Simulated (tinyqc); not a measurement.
Inside a calculation. Method: RKS/PBE0 in the sto-3g basis, for H3-, spin multiplicity 1. The basis has no diffuse functions, so it cannot describe the extra electron: this is an exercise in the method, not the real anion. One step of it, computed by the program tinyqc.

Problem. Iteration 1: diagonalisation and new density. Diagonalise F' = X^T F X, C = X C', fill 2 alpha and 2 beta electrons from the bottom; D = 2 C_occ C_occ^T. Each column has its largest component positive (the first on a tie).

Kohn-Sham matrix F (hartree), lower triangle:
```
,1H 1s,2H 1s,3H 1s
1H 1s,0.263477
2H 1s,-0.081727,0.250053
3H 1s,-0.081727,-0.024613,0.250053
```

X, lower triangle:
```
,1H 1s,2H 1s,3H 1s
1H 1s,1.179999
2H 1s,-0.266536,1.086677
3H 1s,-0.266536,0.042870,1.086677
```

Give: F' = X^T F X; orbital energies; coefficients C; D after iteration 1.

Solution.

F' = X^T F X (hartree), lower triangle:
```
,1,2,3
1,0.5017
2,-0.2713,0.3614
3,-0.2713,0.0621,0.3614
```

orbital energies (hartree): MO1 0.0770, MO2 0.2993, MO3 0.8482

coefficients C:
```
,MO1,MO2,MO3
1H 1s,0.5112,0.0000,1.1283
2H 1s,0.4141,0.7381,-0.7332
3H 1s,0.4141,-0.7381,-0.7332
```

D after iteration 1, lower triangle:
```
,1H 1s,2H 1s,3H 1s
1H 1s,0.5227
2H 1s,0.4234,1.4324
3H 1s,0.4234,-0.7466,1.4324
```
